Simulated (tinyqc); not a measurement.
Electron continuity equation in a given potential, Scharfetter-Gummel discretisation: three discretisations compared.

Steady state in one dimension: J = q mu n E + q D dn/dx with E = -dpsi/dx and D = mu Vt, dJ/dx = 0, fixed densities nL and nR at the ends. The potential is given, psi = U x/L, and is not changed by the electrons.

9 equal intervals. Fluxes J_i = (q D/h)(n_(i+1) P_i - n_i Q_i), d_i = (psi_(i+1) - psi_i)/Vt: Scharfetter-Gummel P = B(d), Q = B(-d), B(d) = d/(exp(d) - 1); central P = 1 - d/2, Q = 1 + d/2; upwind P = 1 + max(-d, 0), Q = 1 + max(d, 0). Balance at each inner node: J_i - J_(i-1) = 0. The reference is Scharfetter-Gummel on 1800 intervals.

Parameters, values chosen for the exercise; mobility close to that of indium arsenide at room temperature:
- T = 293 K (temperature)
- mu = 29600 cm^2/(V s) (electron mobility)
- L = 10 um (length of the region)
- nL = 1.4e14 cm^-3 (density at x = 0)
- nR = 0 cm^-3 (density at x = L)
- U = 0.18 V (potential difference psi(L) - psi(0))

Constants: q = 1.602176634e-19 C, kB = 1.380649e-23 J/K, Vt = kB T/q. Results are converted to the units shown.

Densities (cm^-3):
```
node  Scharfetter-Gummel   central    upwind  reference
0               1.400e14  1.400e14  1.400e14   1.400e14
1               1.399e14  1.399e14  1.394e14   1.399e14
2               1.396e14  1.397e14  1.384e14   1.396e14
3               1.389e14  1.392e14  1.365e14   1.389e14
4               1.374e14  1.380e14  1.331e14   1.374e14
5               1.342e14  1.352e14  1.271e14   1.342e14
6               1.271e14  1.287e14  1.163e14   1.271e14
7               1.114e14  1.139e14  9.692e13   1.114e14
8               7.666e13  7.948e13  6.221e13   7.666e13
9                      0         0         0          0
```

What does the comparison show?

Largest errors as a share of the largest reference density listed: Scharfetter-Gummel under 1e-7 %, central 2.0 %, upwind 10 %. The largest |d| is 0.792. Upwinding stays positive but acts as if D were larger by the factor 1 + |d|/2, up to 1.40 here.

Program tinyqc, `OMP_NUM_THREADS=1 python tinyqc.py 2220119 2220120 out.jsonl`; Intel Xeon 2.30GHz, shared host, one thread, about 0.01 s.
